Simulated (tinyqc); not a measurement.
What moves the results: band edges of strained Si(1-x)Ge(x) on relaxed Si(1-y)Ge(y). A value that a table varies takes the place of the one given here.

Values are linear in the Ge fraction but for ED(x) = linear - CD x (1 - x) and a(x) = linear - Ca x (1 - x). Energies are on the common scale of Ev.

Coherent growth on a (001) face: e_par = (a(y) - a(x))/a(x), e_perp = -2 (C12/C11) e_par; exx = eyy = e_par, ezz = e_perp, no shear.

A valley with unit axis u lies at Ev + gap + (av + a_valley) tr(e) + Xu (u.e.u - tr(e)/3); the Delta axes are x, y, z and the L axes [111], [1-1-1], [-11-1], [-1-11]. The second-order shift of the Delta valleys under shear is left out; it lowers the pair normal to the sheared plane by tens of meV at a shear of 1 %.

Valence edges: Ev plus the levels of the 6 x 6 matrix of X, Y, Z times spin with -Dso/3 + l exx + m (eyy + ezz) on the diagonal (cyclic), n exy off it, l = av + 2 b, m = av - b, n = sqrt(3) d. Spin-orbit term (Dso/3) L.sigma on X, Y, Z with (L_k)_ij = -i epsilon_kij: <X+|H|Y+> = -i Dso/3, <X+|H|Z-> = Dso/3, <Y+|H|Z-> = -i Dso/3, <Z+|H|X-> = -Dso/3, <Z+|H|Y-> = i Dso/3, <X-|H|Y-> = i Dso/3, and their conjugates; + and - are the spin along z.

Coherent growth: e_par = (a(y) - a(x))/a(x). (001): e_perp = -2 (C12/C11) e_par; exx = eyy = e_par, ezz = e_perp, no shear. (111): e_perp = -(2 C11 + 4 C12 - 4 C44)/(C11 + 2 C12 + 4 C44) e_par; exx = eyy = ezz = (2 e_par + e_perp)/3 and exy = eyz = ezx = (e_perp - e_par)/3. (110): e_perp = -(C11 + 3 C12 - 2 C44)/(C11 + C12 + 2 C44) e_par; exx = eyy = (e_par + e_perp)/2, ezz = e_par, exy = (e_perp - e_par)/2, eyz = ezx = 0.

Parameters, chosen for this exercise (end members near Si and Ge, in this order; the results hold for these values, not for the real material): a = (5.429, 5.655) angstrom (lattice constant); Dso = (0.044, 0.292) eV (spin-orbit splitting); av = (2.47, 1.26) eV (valence hydrostatic potential); b = (-2.09, -2.56) eV (tetragonal shear potential); d = (-4.86, -5.25) eV (trigonal shear potential); C11 = (167.4, 128.6) GPa; C12 = (64.3, 48) GPa; C44 = (80, 65.8) GPa; Ev = (0, 0.69) eV (top of the unstrained valence band); ED = (1.154, 0.916) eV (gap to the Delta valleys); EL = (1.977, 0.736) eV (gap to the L valleys); aD = (1.84, 1.39) eV (hydrostatic potential of the Delta gap); aL = (-3.13, -2.97) eV (hydrostatic potential of the L gap); XuD = (8.92, 9.53) eV (uniaxial potential, Delta); XuL = (16.07, 15.02) eV (uniaxial potential, L); CD = 0.212 eV (bowing of the Delta gap); Ca = 0.024 angstrom (bowing of the lattice constant); face = 001 (growth face); y = 0.77 (Ge fraction of the relaxed buffer); x = 1 (Ge fraction of the layer).

## Composition of the layer

The buffer is kept. dEc = Ec(buffer) - Ec(layer), dEv = Ev(layer) - Ev(buffer); buffer edges Ev(y) and Ev(y) + min(ED, EL). The digit behind Delta or L counts whole valleys.

Results:

| x | e_par (%) | lowest valleys | gap (eV) | next valleys above (meV) | valence splitting (meV) | dEc (eV) | dEv (eV) |
|---|---|---|---|---|---|---|---|
| 0.22 | 2.27 | Delta2 | 0.723 | 362 | 238 | 0.378 | -0.168 |
| 0.33 | 1.83 | Delta2 | 0.755 | 294 | 188 | 0.319 | -0.141 |
| 0.44 | 1.38 | Delta2 | 0.794 | 223 | 138 | 0.251 | -0.112 |
| 0.55 | 0.93 | Delta2 | 0.838 | 151 | 89 | 0.176 | -0.080 |
| 0.67 | 0.42 | Delta2 | 0.889 | 69 | 39 | 0.084 | -0.040 |
| 0.89 | -0.52 | Delta4 | 0.861 | 8 | 41 | -0.024 | 0.096 |
| 1.00 | -0.99 | L4 | 0.729 | 70 | 74 | 0.017 | 0.187 |

The gap is 0.723 eV in the first row and 0.729 eV in the last, with its largest listed value, 0.889 eV, at x = 0.67. The lowest valleys change: Delta2 to Delta4 between x = 0.67 and 0.89, Delta4 to L4 between x = 0.89 and 1.00. Per 0.1 of x the valence offset moves by +46 meV on average; the conduction offset lies between -24 and +378 meV, not monotonically. Both carriers sit on one side for x = 1.00, and on opposite sides elsewhere. Offsets below about 30 meV are within the spread of parameter sets, so those rows do not settle the type. Strains above 2 % can be kept only in layers of a few nanometres.

## Composition of the buffer

The layer is kept. dEc = Ec(buffer) - Ec(layer), dEv = Ev(layer) - Ev(buffer); buffer edges Ev(y) and Ev(y) + min(ED, EL). The digit behind Delta or L counts whole valleys.

Results:

| y | e_par (%) | lowest valleys | gap (eV) | next valleys above (meV) | valence splitting (meV) | dEc (eV) | dEv (eV) |
|---|---|---|---|---|---|---|---|
| 0.45 | -2.30 | Delta4 | 0.645 | 74 | 127 | -0.097 | 0.446 |
| 0.53 | -1.98 | Delta4 | 0.683 | 39 | 118 | -0.089 | 0.382 |
| 0.61 | -1.66 | Delta4 | 0.721 | 3 | 106 | -0.080 | 0.317 |
| 0.69 | -1.33 | L4 | 0.726 | 34 | 92 | -0.034 | 0.252 |
| 0.76 | -1.04 | L4 | 0.728 | 66 | 76 | 0.011 | 0.196 |
| 0.84 | -0.70 | L4 | 0.731 | 103 | 55 | 0.064 | 0.131 |
| 0.92 | -0.35 | L4 | 0.733 | 141 | 30 | 0.037 | 0.065 |

The gap is 0.645 eV in the first row and 0.733 eV in the last. The lowest valleys change: Delta4 to L4 between y = 0.61 and 0.69. Per 0.1 of y the valence offset moves by -81 meV on average; the conduction offset lies between -97 and +64 meV, not monotonically. Both carriers sit on one side for y = 0.76, 0.84 and 0.92, and on opposite sides elsewhere. Offsets below about 30 meV are within the spread of parameter sets, so those rows do not settle the type. Strains above 2 % can be kept only in layers of a few nanometres.

## The same layer on three faces

dEc = Ec(buffer) - Ec(layer), dEv = Ev(layer) - Ev(buffer); buffer edges Ev(y) and Ev(y) + min(ED, EL). The digit behind Delta or L counts whole valleys.

Results:

| face | e_par (%) | lowest valleys | gap (eV) | next valleys above (meV) | valence splitting (meV) | dEc (eV) | dEv (eV) | Delta spread (meV) | L spread (meV) |
|---|---|---|---|---|---|---|---|---|---|
| (001) | -0.99 | L4 | 0.729 | 70 | 74 | 0.017 | 0.187 | 166 | 0 |
| (111) | -0.99 | L3 | 0.696 | 156 | 70 | 0.057 | 0.180 | 0 | 183 |
| (110) | -0.99 | L2 | 0.667 | 140 | 71 | 0.085 | 0.182 | 69 | 145 |

On (001) only the Delta valleys split (166 meV), on (111) only the L valleys (183 meV), on (110) both (69 and 145 meV). The lowest valleys are L4 on (001), L3 on (111) and L2 on (110); the smallest gap is 0.667 eV on (110) and the largest 0.729 eV on (001).

## What each parameter does

dEc = Ec(buffer) - Ec(layer), dEv = Ev(layer) - Ev(buffer); buffer edges Ev(y) and Ev(y) + min(ED, EL). Each row changes one parameter from the base and keeps the others.

Results:

| case | gap (eV) | valence splitting (meV) | dEc (eV) | dEv (eV) |
|---|---|---|---|---|
| base | 0.7286 | 73.9 | 0.0172 | 0.1875 |
| x = 0.97 | 0.7670 | 65.4 | 0.0038 | 0.1624 |
| y = 0.8 | 0.7295 | 66.2 | 0.0371 | 0.1631 |
| CD = 0.262 eV | 0.7286 | 73.9 | 0.0083 | 0.1875 |
| C12 = (73.945, 55.2) GPa | 0.7224 | 77.5 | 0.0191 | 0.1917 |
| av = (2.84, 1.449) eV | 0.7286 | 73.9 | 0.0195 | 0.1851 |
| b = (-2.403, -2.944) eV | 0.7219 | 82.2 | 0.0172 | 0.1941 |
| Dso = (0.051, 0.336) eV | 0.7286 | 75.9 | 0.0172 | 0.1875 |
| XuL = (18.48, 17.273) eV | 0.7286 | 73.9 | 0.0172 | 0.1875 |

The largest shifts from the base row, up to three for each result and ties (the steps differ in size, so this ranks the rows, not the parameters). gap (eV): x +0.0384, b -0.0067, C12 -0.0062; unchanged at the printed digits by CD, av, Dso and XuL. valence splitting (meV): x -8.5, b +8.4, y -7.7; unchanged at the printed digits by CD, av and XuL. dEc (eV): y +0.0199, x -0.0134, CD -0.0089; unchanged at the printed digits by b, Dso and XuL. dEv (eV): x -0.0251, y -0.0244, b +0.0067; unchanged at the printed digits by CD, Dso and XuL. The lowest valleys of the layer are L4, so among the conduction-band potentials only those of that family reach the gap and dEc; the buffer is unstrained. A shift large enough to swap the lowest family would change that.

Computed by tinyqc, a small Python program: `OMP_NUM_THREADS=1 python tinyqc.py 1051149 1051150 out.jsonl` (the numbers bound the seed that draws the inputs); one thread of a shared host (Intel(R) Xeon(R) Processor @ 2.30GHz), about 0.01 s for the whole set of steps.
